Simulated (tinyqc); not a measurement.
## Biaxially strained (001) channel, valley splitting in an inversion layer: effect of the confining field

A thin layer grown on a relaxed buffer is stretched in the plane. The two valleys with their long axis along the growth direction (D2) sink against the four in-plane ones (D4); confinement in a triangular well splits them too. Only the lowest subband of each set is kept; one relaxation time, so the weakening of intervalley scattering is left out.

e_par = b1 x, e_perp = -2 (c12/c11) e_par, splitting D = Xu (e_par - e_perp), in-plane stress (c11 + c12 - 2 c12^2/c11) e_par. Levels E(m) = 2.33811 (hbar^2 q^2 F^2/(2 m))^(1/3): E2 = E(ml), E4 = E(mt) + D; N2 = 2 mt kB T/(pi hbar^2), N4 = 4 sqrt(mt ml) kB T/(pi hbar^2). EF solves Ns = N2 ln(1 + exp((EF - E2)/Vt)) + N4 ln(1 + exp((EF - E4)/Vt)); f2 is the share in D2, and 1/mc = f2/mt + (1 - f2)(1/mt + 1/ml)/2. The gain is mc(x = 0)/mc.

Values chosen for this exercise; values close to those of silicon on relaxed silicon-germanium: temperature T = 325 K; germanium share of the relaxed buffer x = 0.17; lattice mismatch per unit x b1 = 0.0418; elastic constant c11 = 168 GPa; elastic constant c12 = 64.9 GPa; shear deformation potential Xu = 8.9 eV; longitudinal mass ml = 0.89 m0; transverse mass mt = 0.187 m0; inversion density Ns = 5.8e12 cm^-2.

Constants: q = 1.602176634e-19 C, kB = 1.380649e-23 J/K, hbar = 1.054571817e-34 J s, m0 = 9.1093837015e-31 kg, Vt = kB T/q, hbar^2/(2 m0) = 0.0380998212 eV nm^2. Results are converted to the units shown.

The same in every row: D (meV) = 112.1.

Effect of the confining field:

| F (MV/cm) | f2 without strain | f2 | mc (m0) | gain |
|---|---|---|---|---|
| 0.1 | 0.3368 | 0.9413 | 0.1914 | 1.323 |
| 0.3 | 0.5362 | 0.9768 | 0.1887 | 1.213 |
| 0.5 | 0.6875 | 0.9891 | 0.1878 | 1.136 |
| 0.7 | 0.7969 | 0.9944 | 0.1874 | 1.085 |
| 0.9 | 0.8715 | 0.9970 | 0.1872 | 1.052 |
| 1.1 | 0.9199 | 0.9983 | 0.1871 | 1.032 |
| 1.3 | 0.9503 | 0.9990 | 0.1871 | 1.020 |
| 1.5 | 0.9691 | 0.9994 | 0.1870 | 1.012 |

As F goes from 0.1 to 1.5 MV/cm, f2 rises from 0.941 to 0.999 (without strain: it rises from 0.337 to 0.969) and the gain falls from 1.32 to 1.01. Strong confinement already empties D4, so strain has less to move. For F = 0.1 to 0.5 MV/cm the second D2 subband, left out here, lies within 2 Vt of EF or below it.

Computed by the program tinyqc: `OMP_NUM_THREADS=1 python tinyqc.py 2530017 2530018 out.jsonl`, one thread of a shared Intel Xeon 2.30GHz, about 0.01 s for the whole run.
